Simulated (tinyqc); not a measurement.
# Energy and delay of logic against supply voltage: energy and delay against supply voltage

One expression serves below and above threshold: I(Vg) = Ik [ln(1 + exp((Vg - VT + dd V)/(al nf Vt)))]^al, with I_on = I(V) and I_off = I(0). Gate delay td = kd C V/I_on, clock period LD td. Per gate and cycle the switching energy is act C V^2 and the leakage energy I_off V LD td. No short-circuit current, no variation. Minima are sought above 0.09 V; below a few Vt gates no longer switch and the model has no meaning.

EDP = energy times td.

Values chosen for this exercise; values of the order met in logic technologies:
```
symbol,value,unit,meaning
T,330,K,temperature
VT,0.33,V,threshold voltage at zero drain bias
nf,1.21,,slope factor
dd,0.04,,barrier lowering per volt of supply
Ik,0.3,uA,specific current of a gate
al,1.34,,exponent of the current law
C,0.59,fF,load capacitance of a gate
kd,0.9,,delay factor
LD,12,,logic depth
act,0.01,,activity factor
```

Constants: q = 1.602176634e-19 C, kB = 1.380649e-23 J/K, Vt = kB T/q. Results are converted to the units shown.

Energy and delay against supply voltage:
```
V (V)  I_on (uA)  I_off (nA)  td (ps)  switching (aJ)  leakage (aJ)  energy (aJ)  EDP (fJ ps)
0.16   0.0025349    0.024691    33516         0.15104        1.5889       1.7399       58.314
0.27    0.058613    0.028057   2446.1         0.43011       0.22236      0.65247       1.5960
0.39     0.66781    0.032255   310.11         0.89739      0.046811      0.94420      0.29280
0.51      2.1574    0.037080   125.53          1.5346      0.028486       1.5631      0.19621
0.62      3.9366    0.042135   83.631          2.2680      0.026217       2.2942      0.19186
0.74      6.1569    0.048438   63.821          3.2308      0.027451       3.2583      0.20795
0.85      8.3939    0.055039   53.771          4.2627      0.030187       4.2929      0.23084
0.97      11.020    0.063271   46.738          5.5513      0.034422       5.5857      0.26107
1.08      13.578    0.071893   42.236          6.8818      0.039353       6.9211      0.29232
1.2       16.515    0.082643   38.584          8.4960      0.045917       8.5419      0.32958
```

What does the comparison show, and why?

td falls from 33500 to 38.6 ps; the energy goes from 1.74 through a minimum of 0.652 (at V = 0.27 V among the rows listed) to 8.54 aJ and the EDP goes from 58.3 through a minimum of 0.192 (at V = 0.62 V among the rows listed) to 0.330 fJ ps. The exact minima lie at V = 0.279 V for the energy and 0.577 V for the EDP. Going from 1.2 V to the energy minimum saves a factor of 13.2 in energy and costs a factor of 52.4 in delay. Below the minimum the leakage energy rises faster than the switching energy falls, because the clock period grows so steeply.

Numbers from tinyqc (`OMP_NUM_THREADS=1 python tinyqc.py 2082146 2082147 out.jsonl`; about 0.01 s on one thread of a shared Intel Xeon 2.30GHz).
